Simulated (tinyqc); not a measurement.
# Short-channel transistor, virtual-source model with series resistance: effects of single changes

The current per gate width is the charge at the top of the source barrier (the virtual source) times its velocity times a saturation function; al and be are fitting constants of the model. Units: I in uA/um, Rs in ohm um, so I Rs = 1e-6 I Rs in volts; Q in uC/cm^2, so I = 1e-4 Q vx0 Fsat with vx0 in cm/s.

Parameters, values chosen for the exercise: temperature T = 325 K; inversion capacitance Cinv = 2.23 uF/cm^2; velocity at the virtual source vx0 = 3.74e7 cm/s; apparent mobility mu = 740 cm^2/(V s); channel length L = 12 nm; threshold at zero drain voltage VT0 = 0.3 V; drain-induced barrier lowering dl = 0.088 V/V; subthreshold factor n0 = 1.11; growth of n with drain voltage nd = 0.1 1/V; threshold shift (in units of Vt) from weak to strong inversion al = 3.5; sharpness of saturation be = 2; series resistance of each contact Rs = 200 ohm um.

Constants: q = 1.602176634e-19 C, kB = 1.380649e-23 J/K, Vt = kB T/q. Results are converted to the units shown.

Each table varies one quantity; the others keep the values above.

## Effect of the channel length on the on and off currents

Intrinsic voltages Vg' = Vgs - I Rs, Vd' = Vds - 2 I Rs. n = n0 + nd Vd', VT = VT0 - dl Vd', Ff = 1/(1 + exp((Vg' - VT + al Vt/2)/(al Vt))), Q = Cinv n Vt ln(1 + exp((Vg' - VT + al Vt Ff)/(n Vt))), Vdsat = (vx0 L/mu)(1 - Ff) + Vt Ff, Fsat = u/(1 + u^be)^(1/be) with u = Vd'/Vdsat, and I = Q vx0 Fsat per width. I is solved self-consistently. Ion is I at Vgs = Vds = 0.7 V, Ioff at Vgs = 0, Vds = 0.7 V, and Rlin = Vds/I at Vgs = 0.7 V, Vds = 0.05 V. mu, vx0, VT0, dl and n0 are held fixed.

Effect of the channel length on the on and off currents:
```
L (nm)  Ion (uA/um)  Ioff (nA/um)  log10(Ion/Ioff)  Rlin (ohm um)
10           1315.2        2645.8           2.6964         415.98
15           1298.4        2645.2           2.6909         423.87
24           1263.1        2644.1           2.6791         438.04
36           1214.5        2642.3           2.6624         456.85
55           1143.6        2638.9           2.6369         486.45
85           1049.8        2632.0           2.6008         532.84
130          940.33        2618.2           2.5553         601.84
200          816.13        2589.1           2.4986         708.22
```

What does the comparison show?

As L goes from 10 to 200 nm, Ion falls from 1320 to 816 uA/um, Ioff falls from 2650 to 2590 nA/um and Rlin rises from 416 to 708 ohm um. Ion changes by a factor of 0.621 and Ioff by 0.979. In every row the off current passes 1 uA/um, so the device is hardly off at Vgs = 0. At L = 200 nm the channel is long for this model, whose fixed vx0 belongs to short devices.

## Effect of the threshold at zero drain voltage on the on and off currents

Same model as above.

Effect of the threshold at zero drain voltage on the on and off currents:
```
VT0 (V)  Ion (uA/um)  Ioff (nA/um)  log10(Ion/Ioff)  Rlin (ohm um)
0.15          1573.9         67930           1.3649         413.80
0.2           1512.2         27999           1.7325         415.23
0.25          1421.7        9320.4           2.1834         416.97
0.3           1308.9        2645.6           2.6944         419.14
0.35          1185.1        679.86           3.2413         421.90
0.4           1057.2        164.60           3.8077         425.50
0.45          928.31        38.425           4.3831         430.37
0.5           800.13        8.7705           4.9601         437.21
```

Read the table: what changes, and by how much?

As VT0 goes from 0.15 to 0.5 V, Ion falls from 1570 to 800 uA/um, Ioff falls from 67900 to 8.77 nA/um and Rlin rises from 414 to 437 ohm um. Ion changes by a factor of 0.508 and Ioff by 1.29e-4. The off current depends on it through an exponential, the on current about linearly. For VT0 = 0.15 to 0.3 V the off current passes 1 uA/um, so the device is hardly off at Vgs = 0.

## Effect of the series resistance of each contact on the on and off currents

Same model as above.

Effect of the series resistance of each contact on the on and off currents:
```
Rs (ohm um)  Ion (uA/um)  Ioff (nA/um)  log10(Ion/Ioff)  Rlin (ohm um)
0                   3840          2691            3.154          23.18
25                  3086          2686            3.060          69.29
50                  2581          2680            2.984          119.1
100                 1948          2668            2.863          219.1
150                 1566          2657            2.770          319.1
200                 1309          2646            2.694          419.1
300                981.0          2623            2.573          619.2
400                778.7          2602            2.476          819.2
```

What does the comparison show?

As Rs goes from 0 to 400 ohm um, Ion falls from 3840 to 779 uA/um, Ioff falls from 2690 to 2600 nA/um and Rlin rises from 23.2 to 819 ohm um. Ion changes by a factor of 0.203 and Ioff by 0.967. In every row the off current passes 1 uA/um, so the device is hardly off at Vgs = 0.

Program tinyqc, `OMP_NUM_THREADS=1 python tinyqc.py 2380076 2380077 out.jsonl`; Intel Xeon 2.30GHz, shared host, one thread, about 0.01 s.
